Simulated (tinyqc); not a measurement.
Metal-interlayer-semiconductor contact, depinning against tunnelling resistance: contact resistivity against the interlayer thickness.

Zero bias, n-type semiconductor. Gap states at the semiconductor surface thin out as exp(-be ti), which unpins the barrier; electrons must then cross the interlayer (a rectangular barrier, no voltage drop across it) and the parabolic depleted layer, both by WKB. Energies E are counted from the Fermi level; no image force, parabolic bands.

S = 1/(1 + (1/S0 - 1) exp(-be ti)); phiB = S (phiM - chi) + (1 - S)(Eg - E0); xi = Ec - EF deep inside, from Nd = Nc F(-xi/Vt), F(x) = (2/sqrt(pi)) int_0^infinity sqrt(u) du/(1 + exp(u - x)); band bending U = phiB - xi; E00 = (hbar/2) sqrt(Nd/(eps0 eps_r mt m0)) in volts; A = 4 pi q mA m0 kB^2/h^3. With U = phiB - xi: for xi < E < phiB, y = (E - xi)/U and G1 = (U/E00) [sqrt(1 - y) - y ln((1 + sqrt(1 - y))/sqrt(y))], G1 = 0 above phiB; G2 = 2 ti sqrt(mi max(phiB + dE - E, 0)/C), C = hbar^2/(2 m0); f = 1/(1 + exp(E/Vt)); 1/rho_c = (A T^2/Vt^2) times the integral of exp(-G1 - G2) f over E from xi upwards. Shares under 0.001 % are printed as 0; rows without band bending are left out.

Values chosen for this exercise; semiconductor values close to those of silicon; interlayer mass of the order of that in silicon nitride, offset chosen freely: temperature T = 300 K; band gap Eg = 1.11 eV; relative permittivity eps_r = 12; electron affinity chi = 3.9 eV; conduction-band density of states at T Nc = 2.8e19 cm^-3; tunnelling mass in the semiconductor mt = 0.184 m0; Richardson mass mA = 2.11 m0; donor density Nd = 1.3e18 cm^-3; charge-neutrality level above the valence band E0 = 0.37 eV; pinning factor without interlayer S0 = 0.26; metal work function phiM = 4.25 eV; conduction-band offset of the interlayer above the semiconductor dE = 2.14 eV; tunnelling mass in the interlayer mi = 0.46 m0; decay constant of gap states through the interlayer be = 2.4 1/nm.

Constants: q = 1.602176634e-19 C, kB = 1.380649e-23 J/K, eps0 = 8.8541878128e-12 F/m, hbar = 1.054571817e-34 J s, h = 6.62607015e-34 J s, m0 = 9.1093837015e-31 kg, Vt = kB T/q, hbar^2/(2 m0) = 0.0380998212 eV nm^2. Results are converted to the units shown.

The same in every row: E00/Vt = 0.551.

Contact resistivity against the interlayer thickness:

| ti (nm) | S | phiB (eV) | rho_c (ohm cm^2) | rho_c with G2 = 0 (ohm cm^2) | peak of the integrand (eV) | share above phiB (%) |
|---|---|---|---|---|---|---|
| 0 | 0.260 | 0.639 | 1.17 | 1.17 | 0.498 | 1.94 |
| 0.2 | 0.362 | 0.599 | 2.44 | 0.300 | 0.471 | 2.49 |
| 0.4 | 0.479 | 0.553 | 4.16 | 0.0637 | 0.439 | 3.27 |
| 0.6 | 0.597 | 0.507 | 6.84 | 0.0132 | 0.406 | 4.27 |
| 0.8 | 0.706 | 0.465 | 12.8 | 0.00314 | 0.375 | 5.44 |
| 1 | 0.795 | 0.430 | 31.0 | 9.71e-4 | 0.350 | 6.70 |
| 1.2 | 0.862 | 0.404 | 99.8 | 4.00e-4 | 0.332 | 7.91 |
| 1.4 | 0.910 | 0.385 | 416 | 2.14e-4 | 0.319 | 9.00 |
| 1.6 | 0.942 | 0.372 | 2.13e3 | 1.40e-4 | 0.310 | 9.95 |

What does the comparison show?

As ti goes from 0 to 1.6, phiB falls from 0.639 to 0.372 eV and rho_c rises from 1.17 to 2130 ohm cm^2. No thickness listed beats the bare contact: tunnelling through the layer costs more than the change of the barrier gains. The ratio of rho_c to its value with G2 = 0 runs from 1.00 to 1.52e7.

Program tinyqc, `OMP_NUM_THREADS=1 python tinyqc.py 2270072 2270073 out.jsonl`; Intel Xeon 2.30GHz, shared host, one thread, about 0.03 s.
